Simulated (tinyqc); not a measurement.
Short-channel transistor, virtual-source model with series resistance: one step of the calculation.

The current per gate width is the charge at the top of the source barrier (the virtual source) times its velocity times a saturation function; al and be are fitting constants of the model. Units: I in uA/um, Rs in ohm um, so I Rs = 1e-6 I Rs in volts; Q in uC/cm^2, so I = 1e-4 Q vx0 Fsat with vx0 in cm/s.

Task. What the series resistance costs. Intrinsic voltages Vg' = Vgs - I Rs, Vd' = Vds - 2 I Rs. n = n0 + nd Vd', VT = VT0 - dl Vd', Ff = 1/(1 + exp((Vg' - VT + al Vt/2)/(al Vt))), Q = Cinv n Vt ln(1 + exp((Vg' - VT + al Vt Ff)/(n Vt))), Vdsat = (vx0 L/mu)(1 - Ff) + Vt Ff, Fsat = u/(1 + u^be)^(1/be) with u = Vd'/Vdsat, and I = Q vx0 Fsat per width. I0 is the current for Rs = 0. Effective velocity I/Q; transit time L Q/I.

Values chosen for this exercise: temperature T = 250 K; inversion capacitance Cinv = 3.24 uF/cm^2; velocity at the virtual source vx0 = 6.63e6 cm/s; apparent mobility mu = 97 cm^2/(V s); channel length L = 65 nm; threshold at zero drain voltage VT0 = 0.37 V; drain-induced barrier lowering dl = 0.139 V/V; subthreshold factor n0 = 1.19; growth of n with drain voltage nd = 0 1/V; threshold shift (in units of Vt) from weak to strong inversion al = 3.5; sharpness of saturation be = 1.6; series resistance of each contact Rs = 200 ohm um; gate voltage Vgs = 1 V; drain voltage Vds = 1 V.

Constants: q = 1.602176634e-19 C, kB = 1.380649e-23 J/K, Vt = kB T/q. Results are converted to the units shown.

converged I = 886.25897 uA/um
I0 = 1420.5568 uA/um

Give: loss against I0; effective velocity; transit time.

Result.

loss against I0 = 37.612 %
effective velocity = 5.0421e6 cm/s
transit time = 1.2891 ps

The carriers leave the virtual source at 76.0 % of vx0.

Program tinyqc, `OMP_NUM_THREADS=1 python tinyqc.py 2380067 2380068 out.jsonl`; Intel Xeon 2.30GHz, shared host, one thread, about 0.01 s.
